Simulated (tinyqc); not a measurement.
# Worked calculation: carrier lifetime of an n-type layer with SRH, radiative, Auger and surface recombination

Computed by the program tinyqc: `OMP_NUM_THREADS=1 python tinyqc.py 2300064 2300065 out.jsonl`, one thread of a shared Intel Xeon 2.30GHz, about 0.01 s for the whole run. Printed values are rounded.

Uniform excess density dn = dp (no trapping), n = n0 + dn, p = p0 + dn, Boltzmann statistics, full ionisation. Surfaces enter as a rate 2 S dn/d, which holds while diffusion to them is fast.

Parameters, values chosen for the exercise; band and dielectric values close to those of silicon: temperature T = 300 K; band gap Eg = 1.14 eV; conduction-band density of states at T Nc = 2.83e19 cm^-3; valence-band density of states at T Nv = 2.7e19 cm^-3; radiative coefficient B = 4.7e-15 cm^3/s; donor density N = 1.5e15 cm^-3; Auger coefficient (two electrons) Cn = 2e-31 cm^6/s; Auger coefficient (two holes) Cp = 2.4e-31 cm^6/s; trap density Nt = 9.8e11 cm^-3; capture cross-section for electrons sn = 1e-17 cm^2; capture cross-section for holes sp = 1e-17 cm^2; thermal velocity (both carriers) vth = 1.3e7 cm/s; trap level below the conduction band Et = 0.87 eV; surface recombination velocity (both faces) S = 0 cm/s; sample thickness d = 30 um; generation rate G = 9.7e16 cm^-3 s^-1.

Constants: q = 1.602176634e-19 C, kB = 1.380649e-23 J/K, Vt = kB T/q. Results are converted to the units shown.

## Equilibrium densities and SRH constants

ni = sqrt(Nc Nv) exp(-Eg/(2 Vt)), Eg in volts; majority density N/2 + sqrt(N^2/4 + ni^2), n0 p0 = ni^2; n1 = Nc exp(-Et/Vt), p1 = Nv exp((Et - Eg)/Vt); tn0 = 1/(sn vth Nt), tp0 = 1/(sp vth Nt).

ni = 7.34508e9 cm^-3
n0 = 1.50000e15 cm^-3
p0 = 35966.8 cm^-3
n1 = 68616.7 cm^-3
p1 = 7.86255e14 cm^-3
tn0 = 0.00784929 s
tp0 = 0.00784929 s

## Starting value

dn = 4e15 cm^-3.

dn at the start = 4e15 cm^-3

## Iteration 1: new dn

With e = n p - ni^2 = dn (n0 + p0 + dn): U_SRH = e/(tp0 (n + n1) + tn0 (p + p1)), U_rad = B e, U_Aug = (Cn n + Cp p) e, U_s = 2 S dn/d. Substitution: tau = dn/U with U the sum, dn(new) = G tau.

U_SRH = 2.72480e17 cm^-3 s^-1
U_rad = 1.034e17 cm^-3 s^-1
U_Aug = 4.53200e16 cm^-3 s^-1
U_s = 0 cm^-3 s^-1
tau = 0.00949667 s
dn after iteration 1 = 9.21177e14 cm^-3

## Iteration 2: new dn

As before.

U_SRH = 6.88233e16 cm^-3 s^-1
U_rad = 1.04826e16 cm^-3 s^-1
U_Aug = 1.57309e15 cm^-3 s^-1
U_s = 0 cm^-3 s^-1
tau = 0.0113896 s
dn after iteration 2 = 1.10479e15 cm^-3

## Iteration 3: new dn

As before.

U_SRH = 8.15476e16 cm^-3 s^-1
U_rad = 1.35254e16 cm^-3 s^-1
U_Aug = 2.26221e15 cm^-3 s^-1
U_s = 0 cm^-3 s^-1
tau = 0.0113504 s
dn after iteration 3 = 1.10098e15 cm^-3

## Course of the iteration

Stop when the step is below 1e-10 of the value, or after 40 iterations.

Course of the iteration:

| iteration | dn before the step (cm^-3) | step (cm^-3) |
|---|---|---|
| 1 | 4e15 | -3.08e15 |
| 2 | 9.21177e14 | 1.84e14 |
| 3 | 1.10479e15 | -3.80e12 |
| 4 | 1.10098e15 | 1.01e11 |
| 5 | 1.10109e15 | -2.67e9 |
| 6 | 1.10108e15 | 7.06e7 |
| 7 | 1.10108e15 | -1.87e6 |
| 8 | 1.10108e15 | 4.94e4 |

Converged in 8 iterations. At the solution d ln U/d ln dn = 1.03, so the logarithmic slope of the map is 1 - 1.03 = -0.03; its size is below 1, so substitution contracts.

## Lifetime, shares and quasi-Fermi splitting

converged dn = 1.10108e15 cm^-3

With e = n p - ni^2 = dn (n0 + p0 + dn): U_SRH = e/(tp0 (n + n1) + tn0 (p + p1)), U_rad = B e, U_Aug = (Cn n + Cp p) e, U_s = 2 S dn/d. tau = dn/U, shares of U, splitting Vt ln(n p/ni^2), radiative efficiency U_rad/U.

tau = 0.0113514 s
shares (%): SRH 83.8066, radiative 13.8771, Auger 2.3162, surface 0.0000
quasi-Fermi splitting = 0.638420 V

SRH recombination takes the largest share. dn is 0.73 times the doping: intermediate injection.
